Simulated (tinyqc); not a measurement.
Inside a calculation. Model: effective-mass impurity with a central-cell term, in a basis of Slater functions. Computed by tinyqc, a small Python program that keeps every step. Command: `OMP_NUM_THREADS=1 python tinyqc.py 3018451 3018452 out.jsonl centralcell walk`. One thread of a shared host (Intel(R) Xeon(R) Processor @ 2.30GHz), about 0.01 s of CPU time with the checks. Intermediate numbers are printed to about 6 digits and carried at full precision; extremes and crossings named in words are read from the listed rows.

The envelope obeys H = -nabla^2 - (2/r) [Z + A exp(-kappa r)] in effective units, with kappa = a*/lambda; positive A deepens the well near the core.

Inputs (values chosen for the exercise, with mass and screening modelled on AlN):
```
quantity                   value      unit
effective mass m           0.318       m_0
dielectric constant eps      8.4         -
charge Z of the core           1         -
central-cell strength A        1         -
central-cell range lambda    1.5  angstrom
basis size n                   3         -
smallest exponent zeta_1    0.35      1/a*
ratio beta of exponents      3.2         -
```

Impurity: donor, one isotropic band.

Constants: Ry = 13.605693123 eV; a_0 = 0.529177210903 angstrom.

## Effective units

Units: Ry* = Ry m/eps^2 and a* = a_0 eps/m, with m in m_0. kappa = a*/lambda; the hydrogenic ground state is bound by Z^2 Ry*.

Ry* = 61.3182 meV

a* = 13.9783 angstrom

kappa = 9.31884 1/a*

hydrogenic binding energy = 61.3182 meV

## Matrices over the s basis

zeta_i = zeta_1 beta^(i-1), i = 1..n. For s functions exp(-zeta r), with s = zeta_i + zeta_j: S = 2/s^3, T = zeta_i zeta_j S, V = -2 Z/s^2, W = -2 A/(s + kappa)^2; each function is normalised by dividing by sqrt(S_ii S_jj).

exponents (1/a*): 0.35  1.12  3.584

overlap S:
```
         1        2        3
1  1.00000  0.61811  0.18460
2  0.61811  1.00000  0.61811
3  0.18460  0.61811  1.00000
```

kinetic T (Ry*):
```
          1         2         3
1    0.1225  0.242300  0.231567
2  0.242300    1.2544   2.48115
3  0.231567   2.48115   12.8451
```

Coulomb V (Ry*):
```
           1          2          3
1       -0.7  -0.908624  -0.726232
2  -0.908624      -2.24   -2.90760
3  -0.726232   -2.90760     -7.168
```

central cell W (Ry*):
```
             1           2           3
1  -0.00341711  -0.0168682  -0.0639920
2   -0.0168682  -0.0841231   -0.327188
3   -0.0639920   -0.327188    -1.35494
```

## Generalised eigenproblem

(T + V + W) c = E S c with c^T S c = 1 and the largest component positive.

two lowest levels (Ry*): -1.07271  -0.23874

coefficients of the lowest state: 0.053432  0.954069  0.019591

<T> = 1.26503 Ry*

<W> = -0.0911874 Ry*

## Converged levels

Large basis: zeta_i = 0.06 x 1.6^(i-1), i = 1..22, same formulas; for p functions r exp(-zeta r): S = 24/s^5, T = zeta_i zeta_j S (centrifugal term included), V = -12 Z/s^4, W = -12 A/(s + kappa)^4; overlap eigenvalues below 1e-11 are dropped. Binding energies are -E Ry*; the effective quantum number is nu = Z/sqrt(-E); |psi(0)|^2 is given relative to the hydrogenic Z^3/(pi a*^3).

1s binding energy = 65.9141 meV

2s binding energy = 15.8781 meV

2p binding energy = 15.3320 meV

effective quantum number of 1s = 0.964507

relative |psi(0)|^2 = 1.77190

The central cell moves 1s by +4.596 meV, 2s by +0.549 meV and 2p by +0.0025 meV: p states vanish at the core, so the 2p level gives the hydrogenic scale and 1s the chemical shift. The small basis lies 0.14 meV above the converged 1s level.

## Chemical shift by three methods

First order: shift = 8 A Z^3/(2 Z + kappa)^2 Ry*. One exponent: minimise zeta^2 - 2 Z zeta - 8 A zeta^3/(2 zeta + kappa)^2 by golden section on 0.2 to 6 Z. All shifts are the binding beyond Z^2 Ry*.

Shift of the 1s binding energy (meV):
```
A      first order  one exponent  large basis
-1.00     -3.82891      -3.45709     -3.27627
-0.50     -1.91445      -1.81601     -1.76575
0.10       0.38289       0.38713      0.38943
0.25       0.95723       0.98425      0.99915
0.50       1.91445       2.02625      2.08952
1.00       3.82891       4.30909      4.59590
1.25       4.78614       5.56537      6.04372
```

The three columns are ordered, first order <= one exponent <= large basis, since each is a variational bound with more freedom. At the largest attractive A first order gives 79 % and one exponent 92 % of the shift; at the most repulsive A the true shift is -3.276 meV against -3.829. Attraction pulls the envelope in and feeds itself, repulsion pushes it out and saturates.

## Convergence with the basis

The error is the lowest level above the large-basis value.

Error of the 1s level:
```
n  error (meV)  largest exponent (1/a*)
1  3.02933e+01              3.50000e-01
2  2.63232e-01              1.12000e+00
3  1.37399e-01              3.58400e+00
4  7.22845e-02              1.14688e+01
5  6.86668e-02              3.67002e+01
6  6.79503e-02              1.17441e+02
7  6.77943e-02              3.75810e+02
8  6.77596e-02              1.20259e+03
```

The error falls from 30.3 to 0.0678 meV. The last function changes it by less than 5 %: it has levelled off, and what remains is set by beta and zeta_1, not by the range of exponents.

Checks made by the program: the large basis at A = 0 against Z^2, Z^2/4 and Z^2/4 (relative difference 5e-06).
